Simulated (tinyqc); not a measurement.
# Tunnelling through a gate dielectric, WKB transmission and Tsu-Esaki current: effect of the tunnelling mass m1

Electrons leave the emitter at x = 0. Energies E (motion across the layers) are in eV from the emitter Fermi level; the collector Fermi level lies at -V and offers states at every E. No charge in the dielectric and no image force: F1 = V/t1, U = phi1 - F1 x. With C = hbar^2/(2 m0), kappa = sqrt(m (U - E)/C) where U > E and 0 elsewhere; T(E) = exp(-S), S = 2 times the integral of kappa over x.

Each layer adds (2/F) sqrt(m/C) [G(u at its left edge) - G(u at its right edge)] to S, with u = U - E (0 where negative) and G(u) = (2/3) u^1.5. J = J0 times the integral of T(E) N(E) dE, N = ln[(1 + exp(-E/Vt))/(1 + exp((-E - V)/Vt))], J0 = q^2 me m0 kB T/(2 pi^2 hbar^3) (times 1e-4 for A/cm^2 per eV), from E = -Ef to far above the barrier (T = 1 there), by quadrature converged to the digits shown.

Parameters, values chosen for the exercise; dielectric values close to those of silicon dioxide: temperature T = 300 K; Fermi energy of the emitter above its band bottom Ef = 3.2 eV; emitter mass in the supply function me = 0.79 m0; barrier of layer 1 above the emitter Fermi level at zero bias phi1 = 3.14 eV; thickness of layer 1 t1 = 6.6 nm; voltage across the dielectric V = 4.2 V.

Constants: q = 1.602176634e-19 C, kB = 1.380649e-23 J/K, hbar = 1.054571817e-34 J s, m0 = 9.1093837015e-31 kg, Vt = kB T/q, hbar^2/(2 m0) = 0.0380998212 eV nm^2. Results are converted to the units shown.

Effect of the tunnelling mass m1:
```
m1 (m0),S at E = 0,T(E = 0),J (A/cm^2),mean E of the current (eV)
0.12,20.69,1.034e-9,0.1450,-0.1711
0.15,23.13,8.993e-11,0.01043,-0.1484
0.2,26.71,2.511e-12,2.305e-4,-0.1213
0.25,29.86,1.073e-13,8.306e-6,-0.1015
0.31,33.25,3.613e-15,2.403e-7,-0.08315
0.4,37.77,3.934e-17,2.233e-9,-0.06173
0.5,42.23,4.555e-19,2.310e-11,-0.04261
0.63,47.41,2.580e-21,1.207e-13,-0.02140
```

J falls from 0.145 to 1.21e-13 A/cm^2. S goes as m1^(0.50): kappa is proportional to the square root of the mass.

Program tinyqc, `OMP_NUM_THREADS=1 python tinyqc.py 2540121 2540122 out.jsonl`; Intel Xeon 2.30GHz, shared host, one thread, about 0.03 s.
